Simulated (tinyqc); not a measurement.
Inside a calculation. Method: sp3 tight binding, zinc-blende lattice. One step of it, computed by the program tinyqc.

Problem. Levels at k. Diagonalise the Hermitian matrix.

H(k) at k (eV):
```
                      a s                 a px                 a py                a pz
a s            -17.120000             0.000000             0.000000            0.000000
a px             0.000000            -8.370000             0.000000            0.000000
a py             0.000000             0.000000            -8.370000            0.000000
a pz             0.000000             0.000000             0.000000           -8.370000
c s   -3.566860+0.514884i  -1.886597+0.560498i  -0.797509+1.325922i  0.274585-3.851023i
c px   1.886597-0.560498i   1.375789-0.198598i  -0.348943+4.893873i  1.013472-1.684980i
c py   0.797509-1.325922i  -0.348943+4.893873i   1.375789-0.198598i  2.397484-0.712280i
c pz  -0.274585+3.851023i   1.013472-1.684980i   2.397484-0.712280i  1.375789-0.198598i

                      c s                 c px                 c py                 c pz
a s   -3.566860-0.514884i   1.886597+0.560498i   0.797509+1.325922i  -0.274585-3.851023i
a px  -1.886597-0.560498i   1.375789+0.198598i  -0.348943-4.893873i   1.013472+1.684980i
a py  -0.797509-1.325922i  -0.348943-4.893873i   1.375789+0.198598i   2.397484+0.712280i
a pz   0.274585+3.851023i   1.013472+1.684980i   2.397484+0.712280i   1.375789+0.198598i
c s            -10.750000             0.000000             0.000000             0.000000
c px             0.000000            -5.050000             0.000000             0.000000
c py             0.000000             0.000000            -5.050000             0.000000
c pz             0.000000             0.000000             0.000000            -5.050000
```

Give: eigenvalues; weights |c|^2 of the basis functions.

Solution.

eigenvalues (eV): -20.076  -14.370  -12.794  -12.170  -4.999  -2.660  -0.968  -0.092

weights |c|^2 of the basis functions:
```
      band 1  band 2  band 3  band 4  band 5  band 6  band 7  band 8
a s    0.767   0.058   0.009   0.011   0.105   0.041   0.002   0.007
a px   0.000   0.120   0.433   0.039   0.088   0.023   0.131   0.167
a py   0.002   0.152   0.108   0.367   0.012   0.007   0.217   0.135
a pz   0.012   0.195   0.073   0.223   0.233   0.196   0.005   0.064
c s    0.151   0.314   0.044   0.041   0.414   0.021   0.003   0.011
c px   0.009   0.093   0.154   0.060   0.064   0.098   0.247   0.276
c py   0.009   0.046   0.136   0.161   0.009   0.022   0.387   0.229
c pz   0.049   0.023   0.043   0.099   0.076   0.592   0.008   0.109
```
